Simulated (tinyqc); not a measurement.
Deep-level transient spectroscopy (DLTS) of one majority-carrier trap: one step, computed by the program tinyqc.

A filling pulse loads the traps in a one-sided junction; under reverse bias they empty at the rate e, and the capacitance relaxes as C(t) = C_0 - dC exp(-e t). The signal is S = [C(t_2) - C(t_1)]/dC.

Task: Emission rate at T. e = g sigma v N_b exp(-E/k_B T), v = sqrt(3 k_B T/m), N_b = 2 M (2 pi m k_B T/h^2)^(3/2), sigma = sigma_0, E = E_t.

Inputs (values chosen for the exercise, with mass and screening modelled on beta-Ga2O3):

| quantity | value | unit |
|---|---|---|
| density-of-states mass m | 0.286 | m_0 |
| valleys M | 1 | - |
| trap depth E_t | 0.616 | eV |
| cross-section sigma_0 | 2e-15 | cm^2 |
| degeneracy ratio g | 1 | - |
| temperature T | 288 | K |

Carriers: electrons. Extra term: none.

Constants: k_B = 8.617333262e-05 eV/K; k_B = 1.380649e-23 J/K; m_0 = 9.1093837015e-31 kg; h = 6.62607015e-34 J s.

Give: thermal velocity v; N_b; sigma; E; emission rate e.

Result:

thermal velocity v = 2.140e+07 cm/s

N_b = 3.610e+18 cm^-3

sigma = 2.00e-15 cm^2

E = 0.616 eV

emission rate e = 2.567 1/s
